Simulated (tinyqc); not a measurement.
## Sharing a fixed EOT between the layers

Without charge in the stack, a voltage of 0.6 V over an EOT of 1.7 nm gives F1 = (V/EOT)(3.9/e1) and F2 = F1 e1/e2; t2 = e2 (EOT/3.9 - t1/e1).

Inputs (values chosen for the exercise):
```
symbol,value,unit,meaning
e1,4.04,,relative permittivity of layer 1
e2,9.19,,relative permittivity of layer 2
```

Sharing a fixed EOT between the layers:
```
t1 (nm),t2 (nm),physical thickness (nm),drop over layer 1 (V),drop over layer 2 (V)
0,4.006,4.006,0,0.6000
0.21,3.528,3.738,0.07155,0.5285
0.43,3.028,3.458,0.1465,0.4535
0.64,2.550,3.190,0.2181,0.3819
0.86,2.050,2.910,0.2930,0.3070
1.07,1.572,2.642,0.3646,0.2354
1.28,1.094,2.374,0.4361,0.1639
1.5,0.5938,2.094,0.5111,0.08893
```

Read the table: what changes, and by how much?

Each 0.1 nm of layer 1 costs 0.227 nm of layer 2, so the physical thickness falls from 4.01 to 2.09 nm. The fields do not change, 3.41 MV/cm in layer 1 and 1.50 MV/cm in layer 2, and layer 1 takes half of the voltage at t1 = 0.881 nm.

tinyqc, about 0.01 s, one thread, Intel Xeon 2.30GHz (shared host): `OMP_NUM_THREADS=1 python tinyqc.py 2010162 2010163 out.jsonl`
